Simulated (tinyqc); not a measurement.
Brillouin zone and empty-lattice bands of the fcc structure: one step. The gap at L. Two cases, with inputs chosen for the exercise.

Task: At L two waves k and k - G with G = 2k are degenerate at E0. With V = |V1| x structure factor of G the levels are E0 -/+ V, and the masses normal to the face are 1/(1 -/+ 2 E0/V).

Primitive vectors a (0,1/2,1/2), a (1/2,0,1/2), a (1/2,1/2,0); one atom. Reciprocal vectors obey a_i.b_j = 2 pi delta_ij; k is given in units of 2 pi/a. Empty-lattice levels are c0 (2 pi/a)^2 |k + G|^2, c0 = hbar^2/2m0. Points: X = (1, 0, 0), L = (0.5, 0.5, 0.5), K = (0.75, 0.75, 0), W = (1, 0.5, 0), U = (1, 0.25, 0.25).

Constants: hbar^2/2m0 = 3.80998211 eV angstrom^2.

Case 1.

Values chosen (out of a larger set: lattice near that of Ag; not measured data): a = 4.063 angstrom (lattice constant); V1 = -0.67 eV (atomic form factor on the shell that bounds the zone).

Case 2.

Values chosen (out of a larger set: lattice near that of Ag; not measured data): a = 4.091 angstrom (lattice constant); V1 = -0.64 eV (atomic form factor on the shell that bounds the zone).

Give: structure factor; E0; levels; masses normal to the face, lower and upper.

Result:

Case 1.

structure factor = 1.0000
E0 = 6.834 eV

levels (eV): [6.164, 7.504]

masses normal to the face, lower and upper (m0): [-0.0515, 0.0467]

EF of the free sphere, 5.57 eV, lies below the gap: the surface bulges towards the face without touching it (EF = c0 (3 pi^2 n)^(2/3) for 1 electron a cell; its shift by the potential is neglected). The noble metals have larger gaps at L, through their d bands, and necks there.

Case 2.

structure factor = 1.0000
E0 = 6.740 eV

levels (eV): [6.100, 7.380]

masses normal to the face, lower and upper (m0): [-0.0498, 0.0453]

EF of the free sphere, 5.49 eV, lies below the gap: the surface bulges towards the face without touching it (EF = c0 (3 pi^2 n)^(2/3) for 1 electron a cell; its shift by the potential is neglected). The noble metals have larger gaps at L, through their d bands, and necks there.

Computed by tinyqc, one run a case: `OMP_NUM_THREADS=1 python tinyqc.py N N+1 out.jsonl` with N = 1850810, 1880074; one thread of a shared Intel(R) Xeon(R) Processor @ 2.30GHz, about 0.01 s a run at most.
